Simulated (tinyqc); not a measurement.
## Retention against time

Retention: filled traps are spread evenly in depth from E1 to E2, and each empties at the rate nu exp(-E/kB T). The share left is the mean of exp(-nu t exp(-E/kB T)) = [kB T/(E2 - E1)] [E1x(nu t exp(-E2/kB T)) - E1x(nu t exp(-E1/kB T))], E1x the exponential integral; traps shallower than about Ed = kB T ln(nu t) are empty.

Parameters, values chosen for the exercise:
```
symbol,value,unit,meaning
T,398,K,storage temperature
E1,0.8,eV,shallowest trap depth
E2,2.18,eV,deepest trap depth
nu,1e13,1/s,attempt frequency
```

Constants: q = 1.602176634e-19 C, kB = 1.380649e-23 J/K, Vt = kB T/q. Results are converted to the units shown.

Retention against time:

| t (s) | Ed (eV) | share left |
|---|---|---|
| 1 | 1.0266 | 0.82143 |
| 100 | 1.1846 | 0.70698 |
| 10000 | 1.3425 | 0.59252 |
| 1e5 | 1.4215 | 0.53530 |
| 1e6 | 1.5005 | 0.47807 |
| 1e7 | 1.5794 | 0.42085 |
| 1e8 | 1.6584 | 0.36362 |
| 1e9 | 1.7374 | 0.30640 |

The share left falls from 0.821 to 0.306. Ed moves by 0.0790 eV a decade and reaches E1 at t = 0.00135 s; from then on the loss is linear in log t, 5.72 % a decade, until Ed comes within a few kB T of E2, which it reaches at 4.03e14 s.

Computed by the program tinyqc: `OMP_NUM_THREADS=1 python tinyqc.py 2130117 2130118 out.jsonl`, one thread of a shared Intel Xeon 2.30GHz, about 0.02 s for the whole run.
